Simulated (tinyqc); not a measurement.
# Capacitances against the distance to each plane

Endless row of lines of width wl, height tl and space sl between grounded planes at distance hd; e2 fills the gaps beside the lines, e1 the rest. Laplace's equation is solved on meshes of 3, 6 and 12 steps per unit u and extrapolated (Aitken), which is good to about 0.2 %. C_even (all lines at 1 V) is the capacitance Cg to the planes; C_odd (neighbours in antiphase) = Cg + 4 Cc if only nearest neighbours couple, which defines Cc; total with quiet neighbours Cg + 2 Cc. Plate values 2 eps0 e1 wl/hd and eps0 e2 tl/sl.

Values chosen for this exercise:
```
symbol,value,unit,meaning
e1,3,,relative permittivity above and below the lines
e2,2,,relative permittivity between the lines
wl,4,u,"line width, in units u"
tl,12,u,line height
sl,8,u,space between lines
```

Constants: eps0 = 8.8541878128e-12 F/m. Results are converted to the units shown.

The same in every row: plate Cc (aF/um) = 26.6.

Capacitances against the distance to each plane:
columns A: hd (u); B: Cg (aF/um); C: Cc (aF/um); D: Cg + 2 Cc (aF/um); E: C_odd (aF/um); F: plate Cg (aF/um); G: share of coupling, 2 Cc/(Cg + 2 Cc) (%)
```
A      B     C    D    E     F     G
2    207  17.4  242  277   106  14.4
3    154  20.5  195  236  70.8  21.1
4    123  23.4  170  217  53.1  27.5
5    103  26.0  155  207  42.5  33.5
6   88.7  28.2  145  202  35.4  38.9
8   69.4  31.9  133  197  26.6  47.9
10  57.0  34.6  126  195  21.3  54.8
```

What does the table show?

As hd goes from 2 to 10, Cg falls from 207 to 57.0 aF/um, Cc rises from 17.4 to 34.6 aF/um and the share of coupling rises from 14.4 to 54.8 %. Cg is 1.95 times its plate value in the first row and 2.68 times in the last; for Cc the ratios are 0.654 and 1.30. Neighbours in antiphase raise the load by a factor of 1.14 and 1.55 over quiet ones. For hd = 10 the planes are farther than 0.8 of the pitch, so second neighbours couple too and Cg + 2 Cc understates the quiet load by a per cent or more.

Numbers from tinyqc (`OMP_NUM_THREADS=1 python tinyqc.py 2790103 2790104 out.jsonl`; about 1 s on one thread of a shared Intel Xeon 2.30GHz).
